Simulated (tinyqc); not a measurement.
# Electron mobility in a silicon inversion layer, empirical terms and Matthiessen rule: effects of single changes

Inversion layer of sheet density Ns on a uniformly doped body. The mobility terms are empirical power laws with prefactors chosen for the exercise; adding their inverses (Matthiessen) is itself an approximation.

Parameters, values chosen for the exercise; material values close to those of silicon: temperature T = 400 K; band gap Eg = 1.14 eV; relative permittivity of the semiconductor eps_r = 11.8; conduction-band density of states at T Nc = 4.34e19 cm^-3; valence-band density of states at T Nv = 4.05e19 cm^-3; body doping Nb = 2e17 cm^-3; reverse body bias Vsb = 0.3 V; weight of the inversion charge in the effective field eta = 0.5; phonon-limited mobility at 1 MV/cm and 300 K Ap = 474 cm^2/(V s); roughness-limited mobility at 1 MV/cm As = 651 cm^2/(V s); exponent of the roughness term gs = 2; Coulomb prefactor Ac = 2000 cm^2/(V s); charge at the interface Nit = 1.4e12 cm^-2; inversion density Ns = 9.4e11 cm^-2.

Constants: q = 1.602176634e-19 C, kB = 1.380649e-23 J/K, Vt = kB T/q, eps0 = 8.8541878128e-14 F/cm where lengths are in cm. Results are converted to the units shown.

Each table varies one quantity; the others keep the values above.

## Effect of the body doping

ni = sqrt(Nc Nv) exp(-Eg/(2 Vt)), Eg in volts; Ndep = sqrt(2 eps0 eps_r Nb (2 Vt ln(Nb/ni) + Vsb)/q); E = q (Ndep + eta Ns)/(eps0 eps_r), in MV/cm. With t = T/(300 K): muC = Ac (Ns/1e12 cm^-2) t/(Nb/1e17 cm^-3 + Nit/1e11 cm^-2), muP = Ap E^(-1/3) t^(-1.75), muS = As E^(-gs); 1/mu is the sum of the inverses.

Results:
```
Nb (cm^-3)  E (MV/cm)  muC (cm^2/(V s))  muP (cm^2/(V s))  muS (cm^2/(V s))  mu (cm^2/(V s))
2e16           0.1469             176.5             543.0           3.017e4            132.6
4.4e16         0.1863             173.6             501.6           1.875e4            128.1
9.7e16         0.2464             167.4             457.0           1.072e4            121.2
2.1e17         0.3352             155.7             412.5              5794            110.9
4.7e17         0.4757             134.0             367.0              2876            94.94
2.3e18          1.007             67.75             285.8             641.6            50.46
5e18            1.480             39.17             251.4             297.0            30.42
```

Estimate the missing row, Nb = 1e18 cm^-3.

Computed row:
```
Nb (cm^-3)  E (MV/cm)  muC (cm^2/(V s))  muP (cm^2/(V s))  muS (cm^2/(V s))  mu (cm^2/(V s))
1e18           0.6743             104.4             326.7              1432            75.00
```

With this row back in the table: As Nb goes from 2e16 to 5e18 cm^-3, E rises from 0.147 to 1.48 MV/cm and mu falls from 133 to 30.4 cm^2/(V s). The Coulomb term is the smallest in the first and the last row.

## Effect of the reverse body bias

Same model as above.

The same in every row: muC (cm^2/(V s)) = 156.67.

Result of one run:
```
Vsb (V)  E (MV/cm)  muP (cm^2/(V s))  muS (cm^2/(V s))  mu (cm^2/(V s))
0.4        0.34014            410.44            5626.9           111.15
```

What becomes of these results when the reverse body bias Vsb is changed from 0.4 to 0.8 V, all else the same?

Result of the changed run:
```
Vsb (V)  E (MV/cm)  muP (cm^2/(V s))  muS (cm^2/(V s))  mu (cm^2/(V s))
0.8        0.38255            394.68            4448.4           109.39
```

The whole series:
```
Vsb (V)  E (MV/cm)  muP (cm^2/(V s))  muS (cm^2/(V s))  mu (cm^2/(V s))
0          0.28961            433.04            7761.5           113.36
0.4        0.34014            410.44            5626.9           111.15
0.8        0.38255            394.68            4448.4           109.39
1.2        0.41982            382.63            3693.6           107.91
1.6        0.45347            372.92            3165.7           106.61
2          0.48439            364.81            2774.6           105.43
2.4        0.51314            357.87            2472.4           104.36
```

As Vsb goes from 0 to 2.4 V, E rises from 0.290 to 0.513 MV/cm and mu falls from 113 to 104 cm^2/(V s). The Coulomb term is the smallest in the first and the last row.

tinyqc, about 0.01 s, one thread, Intel Xeon 2.30GHz (shared host): `OMP_NUM_THREADS=1 python tinyqc.py 2510149 2510150 out.jsonl`
